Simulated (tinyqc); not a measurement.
Inside a calculation (part 1 of 3). Method: UHF in the 6-31g basis, for H4+, spin multiplicity 2. Computed by tinyqc, a small Python program that keeps every step (integrals from PySCF). Settings: charge = 1, multiplicity = 2, basis = 6-31g, energy threshold = 1e-10, iteration cap = 88, orthogonalisation = symmetric, start = random, DIIS depth = 6, method = UHF. Command: `OMP_NUM_THREADS=1 python tinyqc.py 27968 27969 out.jsonl` (the two numbers bound the seeds that draw the settings). One thread of a shared host (Intel(R) Xeon(R) Processor @ 2.60GHz), about 0.1 s of CPU time with the checks. Later iterations appear only in the table of the cycle.

## One-electron integrals

Geometry (angstrom):
```
atom         x         y         z
H     0.000000  0.000000  0.000000
H     0.000000  0.000000  1.145000
H     0.000000  0.000000  2.468000
H     0.000000  0.000000  3.613000
```

Basis 6-31g: exponents (1/bohr^2) and contraction coefficients of normalised primitives:
```
element  l (shell)   exponent  coefficient
H            s (1)  18.731137     0.033495
H            s (1)   2.825394     0.234727
H            s (1)   0.640122     0.813757
H            s (2)   0.161278     1.000000
```

Overlap, kinetic and nuclear-attraction integrals over the contracted functions; the nuclear repulsion is the sum of Za Zb / Rab.

nuclear repulsion = 1.89960535 hartree

overlap S, lower triangle:
```
          1H 1s     1H 2s     2H 1s     2H 2s     3H 1s     3H 2s     4H 1s     4H 2s
1H 1s  1.000000
1H 2s  0.658292  1.000000
2H 1s  0.171395  0.355854  1.000000
2H 2s  0.355854  0.685552  0.658292  1.000000
3H 1s  0.000630  0.038123  0.099828  0.289647  1.000000
3H 2s  0.038123  0.173078  0.289647  0.604087  0.658292  1.000000
4H 1s  0.000000  0.001501  0.000630  0.038123  0.171395  0.355854  1.000000
4H 2s  0.001501  0.023306  0.038123  0.173078  0.355854  0.685552  0.658292  1.000000
```

kinetic energy T (hartree), lower triangle:
```
           1H 1s      1H 2s      2H 1s      2H 2s      3H 1s     3H 2s     4H 1s     4H 2s
1H 1s   1.395678
1H 2s   0.259735   0.241917
2H 1s  -0.024380   0.082544   1.395678
2H 2s   0.082544   0.124105   0.259735   0.241917
3H 1s  -0.002225  -0.013380  -0.047984   0.051493   1.395678
3H 2s  -0.013380  -0.007090   0.051493   0.097033   0.259735  0.241917
4H 1s  -0.000002  -0.001775  -0.002225  -0.013380  -0.024380  0.082544  1.395678
4H 2s  -0.001775  -0.008491  -0.013380  -0.007090   0.082544  0.124105  0.259735  0.241917
```

nuclear attraction V (hartree), lower triangle:
```
           1H 1s      1H 2s      2H 1s      2H 2s      3H 1s      3H 2s      4H 1s      4H 2s
1H 1s  -2.476111
1H 2s  -1.282452  -1.425853
2H 1s  -0.385299  -0.770884  -2.729612
2H 2s  -0.716853  -1.089509  -1.448978  -1.661516
3H 1s  -0.001476  -0.079499  -0.218617  -0.625062  -2.729612
3H 2s  -0.077424  -0.288445  -0.625062  -1.013447  -1.448978  -1.661516
4H 1s   0.000000  -0.003074  -0.001476  -0.077424  -0.385299  -0.716853  -2.476111
4H 2s  -0.003074  -0.039099  -0.079499  -0.288445  -0.770884  -1.089509  -1.282452  -1.425853
```

core Hamiltonian H = T + V (hartree), lower triangle:
```
           1H 1s      1H 2s      2H 1s      2H 2s      3H 1s      3H 2s      4H 1s      4H 2s
1H 1s  -1.080432
1H 2s  -1.022717  -1.183936
2H 1s  -0.409679  -0.688340  -1.333934
2H 2s  -0.634309  -0.965404  -1.189243  -1.419600
3H 1s  -0.003701  -0.092879  -0.266601  -0.573569  -1.333934
3H 2s  -0.090804  -0.295535  -0.573569  -0.916414  -1.189243  -1.419600
4H 1s  -0.000002  -0.004849  -0.003701  -0.090804  -0.409679  -0.634309  -1.080432
4H 2s  -0.004849  -0.047590  -0.092879  -0.295535  -0.688340  -0.965404  -1.022717  -1.183936
```

## Two-electron integrals

Functions are numbered as in S; the eight-fold symmetry (ij|kl) = (ji|kl) = (kl|ij) leaves the list below.

Two-electron integrals (ij|kl) in chemists' order, unique and non-zero (hartree):
```
(11|11) 1.076566   (21|11) 0.578470   (21|21) 0.329423   (22|11) 0.587396
(22|21) 0.361304   (22|22) 0.453150   (31|11) 0.130884   (31|21) 0.077354
(31|22) 0.089493   (31|31) 0.026961   (32|11) 0.189098   (32|21) 0.119294
(32|22) 0.155941   (32|31) 0.046216   (32|32) 0.095204   (33|11) 0.458688
(33|21) 0.297335   (33|22) 0.410522   (33|31) 0.130884   (33|32) 0.301868
(33|33) 1.076566   (41|11) 0.301868   (41|21) 0.173305   (41|22) 0.192537
(41|31) 0.046216   (41|32) 0.073525   (41|33) 0.189098   (41|41) 0.095204
(42|11) 0.363761   (42|21) 0.226527   (42|22) 0.292170   (42|31) 0.067507
(42|32) 0.128748   (42|33) 0.363761   (42|41) 0.128748   (42|42) 0.212972
(43|11) 0.297335   (43|21) 0.191366   (43|22) 0.262467   (43|31) 0.077354
(43|32) 0.173305   (43|33) 0.578470   (43|41) 0.119294   (43|42) 0.226527
(43|43) 0.329423   (44|11) 0.410522   (44|21) 0.262467   (44|22) 0.360894
(44|31) 0.089493   (44|32) 0.192537   (44|33) 0.587396   (44|41) 0.155941
(44|42) 0.292170   (44|43) 0.361304   (44|44) 0.453150   (51|11) 0.000269
(51|21) 0.000175   (51|22) 0.000245   (51|31) 0.000074   (51|32) 0.000174
(51|33) 0.000608   (51|41) 0.000110   (51|42) 0.000218   (51|43) 0.000340
(51|44) 0.000360   (51|51) 3.58e-07   (52|11) 0.010120   (52|21) 0.006658
(52|22) 0.010011   (52|31) 0.002437   (52|32) 0.006335   (52|33) 0.021518
(52|41) 0.004026   (52|42) 0.009066   (52|43) 0.013436   (52|44) 0.017213
(52|51) 0.000014   (52|52) 0.001062   (53|11) 0.029415   (53|21) 0.019351
(53|22) 0.028954   (53|31) 0.007459   (53|32) 0.019853   (53|33) 0.070565
(53|41) 0.011862   (53|42) 0.026705   (53|43) 0.042426   (53|44) 0.050473
(53|51) 0.000046   (53|52) 0.002987   (53|53) 0.009026   (54|11) 0.069052
(54|21) 0.045450   (54|22) 0.068750   (54|31) 0.016031   (54|32) 0.041370
(54|33) 0.137746   (54|41) 0.027182   (54|42) 0.061624   (54|43) 0.088077
(54|44) 0.118991   (54|51) 0.000092   (54|52) 0.007971   (54|53) 0.021238
(54|54) 0.062863   (55|11) 0.214415   (55|21) 0.141148   (55|22) 0.214277
(55|31) 0.048102   (55|32) 0.122453   (55|33) 0.399066   (55|41) 0.083551
(55|42) 0.189737   (55|43) 0.260956   (55|44) 0.373484   (55|51) 0.000269
(55|52) 0.028593   (55|53) 0.070565   (55|54) 0.242851   (55|55) 1.076566
(61|11) 0.028593   (61|21) 0.016865   (61|22) 0.019582   (61|31) 0.005239
(61|32) 0.008955   (61|33) 0.024493   (61|41) 0.009733   (61|42) 0.014176
(61|43) 0.014972   (61|44) 0.018382   (61|51) 0.000014   (61|52) 0.000502
(61|53) 0.001508   (61|54) 0.003339   (61|55) 0.010120   (61|61) 0.001062
(62|11) 0.067794   (62|21) 0.043515   (62|22) 0.060463   (62|31) 0.015026
(62|32) 0.032913   (62|33) 0.101405   (62|41) 0.025956   (62|42) 0.049573
(62|43) 0.062394   (62|44) 0.078311   (62|51) 0.000062   (62|52) 0.003083
(62|53) 0.009004   (62|54) 0.021439   (62|55) 0.067794   (62|61) 0.003083
(62|62) 0.013575   (63|11) 0.109728   (63|21) 0.071576   (63|22) 0.102450
(63|31) 0.028984   (63|32) 0.070247   (63|33) 0.242851   (63|41) 0.044581
(63|42) 0.091461   (63|43) 0.139793   (63|44) 0.155966   (63|51) 0.000147
(63|52) 0.006789   (63|53) 0.021238   (63|54) 0.045442   (63|55) 0.137746
(63|61) 0.005679   (63|62) 0.027257   (63|63) 0.062863   (64|11) 0.174781
(64|21) 0.114239   (64|22) 0.167661   (64|31) 0.040436   (64|32) 0.096849
(64|33) 0.310399   (64|41) 0.068570   (64|42) 0.144672   (64|43) 0.194012
(64|44) 0.252386   (64|51) 0.000198   (64|52) 0.012398   (64|53) 0.034566
(64|54) 0.091198   (64|55) 0.310399   (64|61) 0.008347   (64|62) 0.044559
(64|63) 0.091198   (64|64) 0.165364   (65|11) 0.141148   (65|21) 0.092914
(65|22) 0.140947   (65|31) 0.031655   (65|32) 0.080219   (65|33) 0.260956
(65|41) 0.054995   (65|42) 0.124211   (65|43) 0.169721   (65|44) 0.240621
(65|51) 0.000175   (65|52) 0.016865   (65|53) 0.042426   (65|54) 0.139793
(65|55) 0.578470   (65|61) 0.006658   (65|62) 0.043515   (65|63) 0.088077
(65|64) 0.194012   (65|65) 0.329423   (66|11) 0.214277   (66|21) 0.140947
(66|22) 0.212683   (66|31) 0.047575   (66|32) 0.117044   (66|33) 0.373484
(66|41) 0.083236   (66|42) 0.183367   (66|43) 0.240621   (66|44) 0.337732
(66|51) 0.000245   (66|52) 0.019582   (66|53) 0.050473   (66|54) 0.155966
(66|55) 0.587396   (66|61) 0.010011   (66|62) 0.060463   (66|63) 0.118991
(66|64) 0.252386   (66|65) 0.361304   (66|66) 0.453150   (71|11) 6.43e-08
(71|21) 4.23e-08   (71|22) 6.34e-08   (71|31) 1.62e-08   (71|32) 4.31e-08
(71|33) 1.52e-07   (71|41) 2.59e-08   (71|42) 5.84e-08   (71|43) 9.24e-08
(71|44) 1.11e-07   (71|52) 6.55e-09   (71|53) 1.98e-08   (71|54) 4.64e-08
(71|55) 1.52e-07   (71|62) 1.98e-08   (71|63) 4.64e-08   (71|64) 7.59e-08
(71|65) 9.24e-08   (71|66) 1.11e-07   (72|11) 0.000273   (72|21) 0.000180
(72|22) 0.000273   (72|31) 0.000059   (72|32) 0.000143   (72|33) 0.000452
(72|41) 0.000105   (72|42) 0.000233   (72|43) 0.000297   (72|44) 0.000441
(72|51) 3.00e-07   (72|52) 0.000030   (72|53) 0.000070   (72|54) 0.000258
(72|55) 0.001111   (72|61) 0.000012   (72|62) 0.000080   (72|63) 0.000151
(72|64) 0.000367   (72|65) 0.000660   (72|66) 0.000772   (72|72) 1.61e-06
(73|11) 0.000140   (73|21) 0.000092   (73|22) 0.000140   (73|31) 0.000032
(73|32) 0.000082   (73|33) 0.000269   (73|41) 0.000055   (73|42) 0.000125
(73|43) 0.000175   (73|44) 0.000245   (73|51) 1.82e-07   (73|52) 0.000018
(73|53) 0.000046   (73|54) 0.000147   (73|55) 0.000608   (73|61) 0.000007
(73|62) 0.000044   (73|63) 0.000092   (73|64) 0.000198   (73|65) 0.000340
(73|66) 0.000360   (73|72) 6.43e-07   (73|73) 3.58e-07   (74|11) 0.006426
(74|21) 0.004230   (74|22) 0.006426   (74|31) 0.001351   (74|32) 0.003255
(74|33) 0.010120   (74|41) 0.002454   (74|42) 0.005383   (74|43) 0.006658
(74|44) 0.010011   (74|51) 0.000007   (74|52) 0.000645   (74|53) 0.001508
(74|54) 0.005679   (74|55) 0.024493   (74|61) 0.000289   (74|62) 0.001806
(74|63) 0.003339   (74|64) 0.008347   (74|65) 0.014972   (74|66) 0.018382
(74|72) 0.000040   (74|73) 0.000014   (74|74) 0.001062   (75|11) 0.029890
(75|21) 0.019676   (75|22) 0.029889   (75|31) 0.006338   (75|32) 0.015381
(75|33) 0.048102   (75|41) 0.011446   (75|42) 0.025249   (75|43) 0.031655
(75|44) 0.047575   (75|51) 0.000032   (75|52) 0.003233   (75|53) 0.007459
(75|54) 0.028984   (75|55) 0.130884   (75|61) 0.001351   (75|62) 0.008606
(75|63) 0.016031   (75|64) 0.040436   (75|65) 0.077354   (75|66) 0.089493
(75|71) 1.62e-08   (75|72) 0.000204   (75|73) 0.000074   (75|74) 0.005239
(75|75) 0.026961   (76|11) 0.055399   (76|21) 0.036469   (76|22) 0.055398
(76|31) 0.011446   (76|32) 0.027175   (76|33) 0.083551   (76|41) 0.021038
(76|42) 0.045660   (76|43) 0.054995   (76|44) 0.083236   (76|51) 0.000055
(76|52) 0.005070   (76|53) 0.011862   (76|54) 0.044581   (76|55) 0.189098
(76|61) 0.002454   (76|62) 0.014975   (76|63) 0.027182   (76|64) 0.068570
(76|65) 0.119294   (76|66) 0.155941   (76|71) 2.59e-08   (76|72) 0.000349
(76|73) 0.000110   (76|74) 0.009733   (76|75) 0.046216   (76|76) 0.095204
(77|11) 0.146465   (77|21) 0.096417   (77|22) 0.146465   (77|31) 0.029890
(77|32) 0.070263   (77|33) 0.214415   (77|41) 0.055399   (77|42) 0.119312
(77|43) 0.141148   (77|44) 0.214277   (77|51) 0.000140   (77|52) 0.012518
(77|53) 0.029415   (77|54) 0.109728   (77|55) 0.458688   (77|61) 0.006426
(77|62) 0.038460   (77|63) 0.069052   (77|64) 0.174781   (77|65) 0.297335
(77|66) 0.410522   (77|71) 6.43e-08   (77|72) 0.000958   (77|73) 0.000269
(77|74) 0.028593   (77|75) 0.130884   (77|76) 0.301868   (77|77) 1.076566
(81|11) 0.000958   (81|21) 0.000583   (81|22) 0.000716   (81|31) 0.000204
(81|32) 0.000380   (81|33) 0.001111   (81|41) 0.000349   (81|42) 0.000555
(81|43) 0.000660   (81|44) 0.000772   (81|51) 6.43e-07   (81|52) 0.000023
(81|53) 0.000070   (81|54) 0.000151   (81|55) 0.000452   (81|61) 0.000040
(81|62) 0.000131   (81|63) 0.000258   (81|64) 0.000367   (81|65) 0.000297
(81|66) 0.000441   (81|72) 5.43e-07   (81|73) 3.00e-07   (81|74) 0.000012
(81|75) 0.000059   (81|76) 0.000105   (81|77) 0.000273   (81|81) 1.61e-06
(82|11) 0.006743   (82|21) 0.004407   (82|22) 0.006468   (82|31) 0.001560
(82|32) 0.003736   (82|33) 0.011975   (82|41) 0.002645   (82|42) 0.005581
(82|43) 0.007485   (82|44) 0.009737   (82|51) 0.000008   (82|52) 0.000478
(82|53) 0.001334   (82|54) 0.003518   (82|55) 0.011975   (82|61) 0.000322
(82|62) 0.001719   (82|63) 0.003518   (82|64) 0.006380   (82|65) 0.007485
(82|66) 0.009737   (82|72) 0.000014   (82|73) 0.000008   (82|74) 0.000322
(82|75) 0.001560   (82|76) 0.002645   (82|77) 0.006743   (82|81) 0.000014
(82|82) 0.000246   (83|11) 0.012518   (83|21) 0.008211   (83|22) 0.012059
(83|31) 0.003233   (83|32) 0.008203   (83|33) 0.028593   (83|41) 0.005070
(83|42) 0.010928   (83|43) 0.016865   (83|44) 0.019582   (83|51) 0.000018
(83|52) 0.000981   (83|53) 0.002987   (83|54) 0.006789   (83|55) 0.021518
(83|61) 0.000645   (83|62) 0.003457   (83|63) 0.007971   (83|64) 0.012398
(83|65) 0.013436   (83|66) 0.017213   (83|71) 6.55e-09   (83|72) 0.000023
(83|73) 0.000014   (83|74) 0.000502   (83|75) 0.002437   (83|76) 0.004026
(83|77) 0.010120   (83|81) 0.000030   (83|82) 0.000478   (83|83) 0.001062
(84|11) 0.038460   (84|21) 0.025290   (84|22) 0.038088   (84|31) 0.008606
(84|32) 0.021186   (84|33) 0.067794   (84|41) 0.014975   (84|42) 0.032932
(84|43) 0.043515   (84|44) 0.060463   (84|51) 0.000044   (84|52) 0.003457
(84|53) 0.009004   (84|54) 0.027257   (84|55) 0.101405   (84|61) 0.001806
(84|62) 0.010811   (84|63) 0.021439   (84|64) 0.044559   (84|65) 0.062394
(84|66) 0.078311   (84|71) 1.98e-08   (84|72) 0.000131   (84|73) 0.000062
(84|74) 0.003083   (84|75) 0.015026   (84|76) 0.025956   (84|77) 0.067794
(84|81) 0.000080   (84|82) 0.001719   (84|83) 0.003083   (84|84) 0.013575
(85|11) 0.070263   (85|21) 0.046254   (85|22) 0.070227   (85|31) 0.015381
(85|32) 0.038300   (85|33) 0.122453   (85|41) 0.027175   (85|42) 0.060880
(85|43) 0.080219   (85|44) 0.117044   (85|51) 0.000082   (85|52) 0.008203
(85|53) 0.019853   (85|54) 0.070247   (85|55) 0.301868   (85|61) 0.003255
(85|62) 0.021186   (85|63) 0.041370   (85|64) 0.096849   (85|65) 0.173305
(85|66) 0.192537   (85|71) 4.31e-08   (85|72) 0.000380   (85|73) 0.000174
(85|74) 0.008955   (85|75) 0.046216   (85|76) 0.073525   (85|77) 0.189098
(85|81) 0.000143   (85|82) 0.003736   (85|83) 0.006335   (85|84) 0.032913
(85|85) 0.095204   (86|11) 0.119312   (86|21) 0.078537   (86|22) 0.119184
(86|31) 0.025249   (86|32) 0.060880   (86|33) 0.189737   (86|41) 0.045660
(86|42) 0.099957   (86|43) 0.124211   (86|44) 0.183367   (86|51) 0.000125
(86|52) 0.010928   (86|53) 0.026705   (86|54) 0.091461   (86|55) 0.363761
(86|61) 0.005383   (86|62) 0.032932   (86|63) 0.061624   (86|64) 0.144672
(86|65) 0.226527   (86|66) 0.292170   (86|71) 5.84e-08   (86|72) 0.000555
(86|73) 0.000218   (86|74) 0.014176   (86|75) 0.067507   (86|76) 0.128748
(86|77) 0.363761   (86|81) 0.000233   (86|82) 0.005581   (86|83) 0.009066
(86|84) 0.049573   (86|85) 0.128748   (86|86) 0.212972   (87|11) 0.096417
(87|21) 0.063470   (87|22) 0.096416   (87|31) 0.019676   (87|32) 0.046254
(87|33) 0.141148   (87|41) 0.036469   (87|42) 0.078537   (87|43) 0.092914
(87|44) 0.140947   (87|51) 0.000092   (87|52) 0.008211   (87|53) 0.019351
(87|54) 0.071576   (87|55) 0.297335   (87|61) 0.004230   (87|62) 0.025290
(87|63) 0.045450   (87|64) 0.114239   (87|65) 0.191366   (87|66) 0.262467
(87|71) 4.23e-08   (87|72) 0.000583   (87|73) 0.000175   (87|74) 0.016865
(87|75) 0.077354   (87|76) 0.173305   (87|77) 0.578470   (87|81) 0.000180
(87|82) 0.004407   (87|83) 0.006658   (87|84) 0.043515   (87|85) 0.119294
(87|86) 0.226527   (87|87) 0.329423   (88|11) 0.146465   (88|21) 0.096416
(88|22) 0.146449   (88|31) 0.029889   (88|32) 0.070227   (88|33) 0.214277
(88|41) 0.055398   (88|42) 0.119184   (88|43) 0.140947   (88|44) 0.212683
(88|51) 0.000140   (88|52) 0.012059   (88|53) 0.028954   (88|54) 0.102450
(88|55) 0.410522   (88|61) 0.006426   (88|62) 0.038088   (88|63) 0.068750
(88|64) 0.167661   (88|65) 0.262467   (88|66) 0.360894   (88|71) 6.34e-08
(88|72) 0.000716   (88|73) 0.000245   (88|74) 0.019582   (88|75) 0.089493
(88|76) 0.192537   (88|77) 0.587396   (88|81) 0.000273   (88|82) 0.006468
(88|83) 0.010011   (88|84) 0.060463   (88|85) 0.155941   (88|86) 0.292170
(88|87) 0.361304   (88|88) 0.453150
```

## Orthogonalisation

S = U s U^T; symmetric (Loewdin) form X = U s^(-1/2) U^T, so that X^T S X = 1.

eigenvalues of S: 0.057668  0.189304  0.336871  0.405432  0.813026  1.088152  2.065213  3.044333

X, lower triangle:
```
           1H 1s      1H 2s      2H 1s      2H 2s      3H 1s      3H 2s      4H 1s     4H 2s
1H 1s   1.254865
1H 2s  -0.496562   1.689770
2H 1s  -0.006222   0.073937   1.278440
2H 2s   0.006122  -0.849745  -0.611040   2.323267
3H 1s  -0.011003  -0.006728   0.011077   0.088294   1.278440
3H 2s   0.045033   0.329088   0.088294  -1.051000  -0.611040   2.323267
4H 1s  -0.001196  -0.016695  -0.011003   0.045033  -0.006222   0.006122   1.254865
4H 2s  -0.016695  -0.104572  -0.006728   0.329088   0.073937  -0.849745  -0.496562  1.689770
```

## Starting guess

The start is random orthonormal orbitals; D(s) = C_occ C_occ^T for each spin.

D(alpha) at the start, lower triangle:
```
           1H 1s      1H 2s      2H 1s      2H 2s      3H 1s      3H 2s     4H 1s     4H 2s
1H 1s   0.881864
1H 2s  -0.955617   1.077159
2H 1s  -0.423276   0.655475   1.133705
2H 2s   0.620150  -1.020311  -1.944536   3.350757
3H 1s  -0.243980   0.128136  -0.527132   0.968601   0.513522
3H 2s   0.016260   0.298941   1.489016  -2.637645  -1.040784   2.408004
4H 1s   0.449898  -0.549538  -0.509165   0.835328   0.078535  -0.463368  0.321921
4H 2s   0.190498  -0.216208  -0.137671   0.215793  -0.020693  -0.070861  0.111755  0.043448
```

D(beta) at the start, lower triangle:
```
           1H 1s      1H 2s      2H 1s      2H 2s      3H 1s     3H 2s     4H 1s     4H 2s
1H 1s   0.322770
1H 2s  -0.257477   0.205392
2H 1s   0.281449  -0.224514   0.245417
2H 2s  -0.545311   0.435000  -0.475500   0.921290
3H 1s  -0.391409   0.312231  -0.341301   0.661276   0.474646
3H 2s   0.707875  -0.564678   0.617252  -1.195936  -0.858410  1.552458
4H 1s   0.027162  -0.021667   0.023684  -0.045889  -0.032938  0.059569  0.002286
4H 2s   0.048041  -0.038323   0.041891  -0.081165  -0.058258  0.105361  0.004043  0.007151
```
